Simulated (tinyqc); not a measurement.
Access strength from the read disturbance.

Question. Transistor (EKV form, voltages against the body): I = 2 n b Vt^2 [F(vp - Vs) - F(vp - Vd)] from drain to source, F(v) = ln^2(1 + exp(v/(2 Vt))), vp = (Vg - VT + sg |Vd - Vs|)/n. n-channel bodies are at 0; for the p-channel device all voltages are counted down from Vdd. b in uA/V^2 gives I in uA. In an SRAM read the low node Q obeys In(gate QB, drain Q) = Ip(gate QB, drain Q) + Ia, where the access transistor (threshold VTn) has its gate and drain at Vdd and its source at Q. Find Ia, ba and the cell ratio bn/ba.

Parameters, values chosen for the exercise: temperature T = 273 K; supply voltage Vdd = 0.6 V; slope factor n = 1.35; drain-induced barrier lowering sg = 0.063; n-channel threshold VTn = 0.37 V; p-channel threshold (magnitude) VTp = 0.42 V; gain factor of the pull-down transistor bn = 700 uA/V^2; gain factor of the pull-up transistor bp = 180 uA/V^2.

Constants: q = 1.602176634e-19 C, kB = 1.380649e-23 J/K, Vt = kB T/q. Results are converted to the units shown.

Q and QB in the read (V): [0.065021789, 0.59998813]

Solution. The node equation gives Ia, which is proportional to ba.

Ia = 8.38 uA
ba = 700 uA/V^2
cell ratio = 1.00

Program tinyqc, `OMP_NUM_THREADS=1 python tinyqc.py 2340117 2340118 out.jsonl`; Intel Xeon 2.30GHz, shared host, one thread, about 0.2 s.
